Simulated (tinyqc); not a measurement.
Worked calculation: velocity overshoot from momentum and energy balance equations after a field step. Computed by tinyqc, a small Python program that keeps every step. Command: `OMP_NUM_THREADS=1 python tinyqc.py 3010430 3010431 out.jsonl overshoot walk`. One thread of a shared host (Intel(R) Xeon(R) Processor @ 2.30GHz), about 0.03 s of CPU time with the checks. Intermediate numbers are printed to about 6 digits and carried at full precision; extremes and crossings named in words are read from the listed rows.

At t = 0 the field jumps from 0 to F in a uniform sample. v is the drift velocity and u = w - (3/2) k_B T the excess energy per carrier.

Inputs (values chosen for the exercise, modelled on electrons in germanium except for tau_E):
```
quantity                      value        unit
effective mass m               0.13         m_0
low-field mobility mu_0        4200  cm^2/(V s)
saturation velocity v_s        0.67    1e7 cm/s
energy relaxation time tau_E   0.43          ps
field after the step F           19       kV/cm
lattice temperature T           300           K
time step dt                     60          fs
```

Scheme: explicit Euler.

Constants: m_0 = 9.1093837015e-31 kg; e = 1.602176634e-19 C; k_B = 8.617333262e-05 eV/K.

## Constants and steady state

dv/dt = e F/m - v/tau_m(u), du/dt = e F v - u/tau_E, tau_m(u) = tau_0/(1 + c u), tau_0 = m mu_0/e, c = mu_0/(e tau_E v_s^2); this choice gives the steady state v (1 + mu_0 F v/v_s^2) = mu_0 F, which saturates at v_s. Steady velocity v = 2 mu_0 F/(1 + sqrt(1 + 4 (mu_0 F/v_s)^2)); u = e F v tau_E; carrier temperature T + 2u/(3 k_B), neglecting the drift energy m v^2/2.

tau_0 = 310.435 fs

c = 217.586 1/eV

acceleration e F/m = 0.0257058 1e7 cm/s per fs

steady velocity = 0.642464 1e7 cm/s

steady excess energy = 0.0524893 eV

steady carrier temperature = 706.075 K

tau_E/tau_0 = 1.39, and in the steady state tau_m has shrunk to 25.0 fs.

## First four steps

dv/dt = e F/m - v/tau_m(u), du/dt = e F v - u/tau_E, tau_m(u) = tau_0/(1 + c u), tau_0 = m mu_0/e, c = mu_0/(e tau_E v_s^2); this choice gives the steady state v (1 + mu_0 F v/v_s^2) = mu_0 F, which saturates at v_s. Step: v_new = v + dt (e F/m - v/tau_m(u)), u_new = u + dt (e F v - u/tau_E). Start v = u = 0; the distance adds dt (v + v_new)/2.

Steps:
```
step  t (fs)  v (1e7 cm/s)     u (eV)  tau_m (fs)
1         60       1.54235  0.0000000     310.435
2        120       2.78660  0.0175828      64.329
3        180       1.72986  0.0468966      27.707
4        240      -0.47377  0.0600733      22.062
```

After the first step u is still 0, below the drift energy m v^2/2, because the explicit scheme uses the old v: an error of the finite time step.

## The whole transient

Run to 8 times the larger of tau_E and tau_0, but at most 20001 steps, and stop early if |v| > 1000 v_s or u < -1/(2c); the run is accepted if the last v is within 0.5 % of the steady value.

Selected steps, the peak among them:
```
step  t (fs)  v (1e7 cm/s)     u (eV)  distance (nm)
1         60   1.54235e+00   0.000000    4.62705e+00
2        120   2.78660e+00   0.017583    1.76139e+01
3        180   1.72986e+00   0.046897    3.11633e+01
4        240  -4.73775e-01   0.060073    3.49315e+01
5        300   2.35706e+00   0.046290    4.05814e+01
6        360  -1.14464e+00   0.066701    4.42187e+01
8        480  -2.51027e+00   0.081817    5.62324e+01
9        540   8.15447e+00   0.041783    7.31651e+01
12       720  -2.50836e+01   0.378725    1.66274e+02
15       900   6.05845e+04  -0.004654    1.82145e+05
```

peak velocity = 60584.5 1e7 cm/s

time of the peak = 900 fs

distance at the peak = 182145 nm

last relative deviation from the steady velocity = 94299.4

peak over steady velocity = 94300.4

The run fails. Linearised at the steady state the two equations have the rates -0.0376 and -0.0048 per fs; the explicit step is stable only for dt < 2 |Re|/|rate|^2 = 53.2 fs, against dt = 60 fs.

Reruns converge with time step dt = 6.0; or with scheme = implicit in the damping.
